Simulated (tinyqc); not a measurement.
# Ellipsometry and reflectance of a transparent film on an absorbing substrate, step by step

Computed by the program tinyqc: `OMP_NUM_THREADS=1 python tinyqc.py 2870130 2870131 out.jsonl`, one thread of a shared Intel Xeon 2.30GHz, about 0.6 s for the whole run. Printed values are rounded.

Air (index 1), film, substrate with N2 = n2 - i k2; time factor exp(+i w t). q_j = sqrt(N_j^2 - sin^2 th), root with positive real part. Fresnel coefficients r_s = (q_a - q_b)/(q_a + q_b), r_p = (N_b^2 q_a - N_a^2 q_b)/(N_b^2 q_a + N_a^2 q_b). tan(Psi) exp(i Delta) = R_p/R_s, Delta taken from 0 to 360 degrees.

Inputs (values chosen for the exercise); indices close to those of aluminium oxide on silicon: wavelength lam = 546.1 nm; angle of incidence th = 70 degrees; index of the transparent film n1 = 1.662; film thickness d = 220 nm; index of the substrate n2 = 4.086; extinction coefficient of the substrate k2 = 0.031.

## Interface coefficients and thickness period

q0, q1, q2 and the coefficients r01 and r12 for p and s; the results repeat in d with the period lam/(2 q1).

q0 = 0.342020
q1 = 1.37085
q2 = 3.97648-0.03185i
r01,p = -0.184015
r01,s = -0.600646
r12,p = 0.351433-0.003139i
r12,s = -0.487296+0.003054i
period = 199.183 nm

## Psi, Delta and reflectances

beta = 2 pi d q1/lam, X = exp(-2 i beta), R = (r01 + r12 X)/(1 + r01 r12 X) for p and s.

beta = 3.46992 rad
X = 0.792040-0.610470i
R_p = 0.087594-0.232342i
R_s = -0.818280+0.123912i
Psi = 16.7007 degrees
Delta = 119.268 degrees
|R_p|^2 = 0.0616556
|R_s|^2 = 0.684936

The bare substrate gives Psi = 12.01 and Delta = 178.97 degrees.
